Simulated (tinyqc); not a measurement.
What moves the Fermi level: gated graphene: carriers, quantum capacitance and optical conductivity.

Cones E = +/- hv |k|, four flavours, D(E) = 2|E|/(pi hv^2). n = (2/pi)(kT/hv)^2 F_1(mu/kT), p = (2/pi)(kT/hv)^2 F_1(-mu/kT), in 1/angstrom^2 (1e16 for 1/cm^2); F_1(eta) = integral_0^infinity x dx/(1 + exp(x - eta)). Cq/e^2 = d(n - p)/d mu = (2 kT/(pi hv^2)) ln(2 + 2 cosh(mu/kT)).

Gate: V = mu/e + e (n - p)/Cox with Cox/e^2 = k/(4 pi e2 t), t in angstrom, e2 = e^2/(4 pi eps0); 1/(eV angstrom^2) in C/e^2 equals 1602.176634 microfarad/cm^2; total 1/C = 1/Cox + 1/Cq.

Constants: kB = 8.617333262e-05 eV/K; e^2/(4 pi eps0) = 14.39964547 eV angstrom.

Values chosen for the exercise (Fermi velocity near that of graphene, gate dielectric near SiO2; not measured data): hv = 7.05 eV angstrom (hbar vF); T = 300 K; k = 3.75 (dielectric constant of the gate layer); t = 10 nm (its thickness); V = -1.05 V (gate voltage from the neutrality point).

All results formed anew.

Results for these values:
```
case,mu (eV),n - p (1/cm^2),C/Cox
base,-0.1628,-1.839e+12,0.9097
```

What happens to each result for T = 400 K, all else kept?

Answer: mu rises from -0.1628 to -0.1581; n - p falls from -1.839e+12 to -1.848e+12; C/Cox falls from 0.9097 to 0.9075.

The same for each parameter in turn:
```
case,mu (eV),n - p (1/cm^2),C/Cox
base,-0.1628,-1.839e+12,0.9097
V = -1.365 V,-0.1893,-2.436e+12,0.9213
t = 7 nm,-0.1934,-2.536e+12,0.8933
k = 4.5,-0.1780,-2.169e+12,0.9017
hv = 7.76 eV angstrom,-0.1788,-1.806e+12,0.9012
T = 400 K,-0.1581,-1.848e+12,0.9075
```

Program tinyqc; command `OMP_NUM_THREADS=1 python tinyqc.py 1651232 1651233 out.jsonl`; about 0.01 s on one thread of a shared Intel(R) Xeon(R) Processor @ 2.30GHz.
